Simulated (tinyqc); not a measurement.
## Ballast resistance and gain from the on-state line

Question. At high current V = BV (1 + be)^(-1/n) + I Ro. Find Ro, the intercept and be.

Values chosen for this exercise: junction breakdown voltage BV = 6.2 V; exponent of the multiplication n = 3.

V at I = 5.3 and 10.7 mA/um (V): 4.1273684  4.7753684

Solution. The slope is Ro; the intercept over BV is (1 + be)^(-1/n).

Ro = 120.0 ohm um
intercept = 3.491 V
be = 4.600

Computed by the program tinyqc: `OMP_NUM_THREADS=1 python tinyqc.py 2670036 2670037 out.jsonl`, one thread of a shared Intel Xeon 2.30GHz, about 0.01 s for the whole run.
